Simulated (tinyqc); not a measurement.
Worked calculation: Pariser-Parr-Pople SCF with singles CI, for the molecule C=CC=CC(=C)C=C (SMILES; centres numbered as the heavy atoms are written). One step of it, computed by the program tinyqc.

Task: Singles CI, singlets. Over the 9 single excitations with the smallest orbital gaps: A = (e_a - e_i) delta + 2 (ia|jb) - (ij|ab), with (pq|rs) = sum c_mp c_mq gamma_mn c_nr c_ns. f = 2/3 w |mu|^2 in atomic units, mu = sqrt2 sum c_ia sum_m c_mi c_ma R_m.

orbital energies (eV): -14.835793  -13.284097  -11.193924  -9.663851  -1.526149  0.003924  2.094097  3.645793

coefficients:
```
         MO1        MO2        MO3        MO4        MO5        MO6        MO7        MO8
1C  0.148464   0.411561   0.353693   0.428343  -0.428343   0.353693  -0.411561   0.148464
2C  0.258491   0.540586   0.296376   0.230456   0.230456  -0.296376   0.540586  -0.258491
3C  0.380773   0.407324  -0.132016  -0.414332   0.414332  -0.132016  -0.407324   0.380773
4C  0.459180   0.134954  -0.340512  -0.393691  -0.393691   0.340512   0.134954  -0.459180
5C  0.538629  -0.293786  -0.218104   0.275680  -0.275680  -0.218104   0.293786   0.538629
6C  0.305092  -0.214999  -0.285002   0.528647   0.528647   0.285002  -0.214999  -0.305092
7C  0.359520  -0.378589   0.463666  -0.111487  -0.111487  -0.463666  -0.378589  -0.359520
8C  0.207000  -0.279992   0.556690  -0.262397   0.262397   0.556690   0.279992   0.207000
```

repulsion gamma_rs (eV):
```
           1C         2C         3C         4C         5C         6C         7C         8C
1C  11.130000   7.553379   5.239462   3.670075   2.868315   2.308378   2.763201   2.200180
2C   7.553379  11.130000   7.554501   5.239462   3.669545   2.868977   3.276551   2.505463
3C   5.239462   7.554501  11.130000   7.553379   5.237444   3.670075   4.668152   3.276551
4C   3.670075   5.239462   7.553379  11.130000   7.552564   5.239462   5.239660   3.670334
5C   2.868315   3.669545   5.237444   7.552564  11.130000   7.557493   7.553496   5.239580
6C   2.308378   2.868977   3.670075   5.239462   7.557493  11.130000   5.240555   4.669146
7C   2.763201   3.276551   4.668152   5.239660   7.553496   5.240555  11.130000   7.554501
8C   2.200180   2.505463   3.276551   3.670334   5.239580   4.669146   7.554501  11.130000
```

Centres (angstrom, eV; a flat drawing with bonds scaled to 1.40 angstrom):
```
centre          x          y  core charge z          W   gamma_rr
1C       3.583000   0.652000              1  11.160000  11.130000
2C       2.560000  -0.304000              1  11.160000  11.130000
3C       1.221000   0.104000              1  11.160000  11.130000
4C       0.198000  -0.852000              1  11.160000  11.130000
5C      -1.142000  -0.445000              1  11.160000  11.130000
6C      -2.164000  -1.400000              1  11.160000  11.130000
7C      -1.458000   0.919000              1  11.160000  11.130000
8C      -2.797000   1.327000              1  11.160000  11.130000
```

Give: singlet CI matrix; singlet excitation energies; oscillator strengths.

Result:

singlet CI matrix (eV):
```
         4>5      3>5      4>6      3>6      2>5      4>7     2>6      3>7
4>5   4.5005  -0.0412   0.0412   0.4245   0.1798   0.1798  0.2711  -0.2711
3>5  -0.0412   5.4783   0.3304  -0.3769   0.1394  -0.0488  0.6112   0.3280
4>6   0.0412   0.3304   5.4783   0.3769   0.0488  -0.1394  0.3280   0.6112
3>6   0.4245  -0.3769   0.3769   6.9260   0.2225   0.2225  0.3205  -0.3205
2>5   0.1798   0.1394   0.0488   0.2225   7.4091   0.1952  0.4264  -0.1511
4>7   0.1798  -0.0488  -0.1394   0.2225   0.1952   7.4091  0.1511  -0.4264
2>6   0.2711   0.6112   0.3280   0.3205   0.4264   0.1511  8.9821   0.2376
3>7  -0.2711   0.3280   0.6112  -0.3205  -0.1511  -0.4264  0.2376   8.9821
4>8   0.0109  -0.0159   0.2107  -0.1847   0.0348   0.0466  0.0326   0.5148

         4>8
4>5   0.0109
3>5  -0.0159
4>6   0.2107
3>6  -0.1847
2>5   0.0348
4>7   0.0466
2>6   0.0326
3>7   0.5148
4>8   8.4105
```

singlet excitation energies (eV): 4.3976  4.9452  5.5587  6.9702  7.1753  7.3749  8.2279  9.2595  9.6665

oscillator strengths: 1.3215  0.5863  0.0000  0.1859  0.0008  0.0095  0.1188  0.1095  0.0042
